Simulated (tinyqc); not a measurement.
Thermal, flicker and telegraph noise of a field-effect transistor: one step, computed by the program tinyqc. Command: `OMP_NUM_THREADS=1 python tinyqc.py 3014143 3014144 out.jsonl noise walk`. One thread of a shared host (Intel(R) Xeon(R) Processor @ 2.30GHz), about 0.01 s of CPU time with the checks.

Strong inversion, threshold roll-off and channel-length modulation left out; noise sources are uncorrelated and are given as one-sided spectral densities.

Task: Thermal noise and corner. C_ox = 3.9 eps_0/t; V_c = 2 v_s L/mu; I = W C_ox v_s V_ov^2/(V_ov + V_c); g_m = W C_ox v_s V_ov (V_ov + 2 V_c)/(V_ov + V_c)^2; g_d0 = mu C_ox (W/L) V_ov. Thermal: S_I = 4 k_B T gamma g_d0; input-referred S_V = S_I/g_m^2; corner f_c where flicker equals thermal. Total input noise from 1 Hz to f_c: sqrt(S_V,thermal [f_c ln(f_c/1 Hz) + f_c - 1 Hz]).

Inputs (values chosen for the exercise, modelled on a silicon n-channel): width W = 180 micrometre; length L = 2800 nm; electrical oxide thickness t = 2.9 nm; mobility mu = 200 cm^2/(V s); saturation velocity v_s = 1 1e7 cm/s; overdrive V_ov = 0.79 V; thermal noise factor gamma = 0.667; frequency f = 10 Hz; temperature T = 200 K.

Operating region: saturation. Flicker model: number fluctuation.

g_m = 11601.21 microsiemens

flicker S_I = 1.801008e-17 A^2/Hz

drain current I = 4646.226 microampere

Constants: k_B = 1.380649e-23 J/K; eps_0 = 8.8541878128e-12 F/m; e = 1.602176634e-19 C.

Give: thermal S_I; input-referred thermal noise; corner frequency f_c; input noise up to f_c; full shot noise 2eI over thermal S_I.

Result:

thermal S_I = 8.910e-23 A^2/Hz

input-referred thermal noise = 0.8137 nV/sqrt(Hz)

corner frequency f_c = 2.021e+06 Hz

input noise up to f_c = 4.557 microvolt

full shot noise 2eI over thermal S_I = 16.71

At f the noise is flicker dominated (f_c/f = 202000).
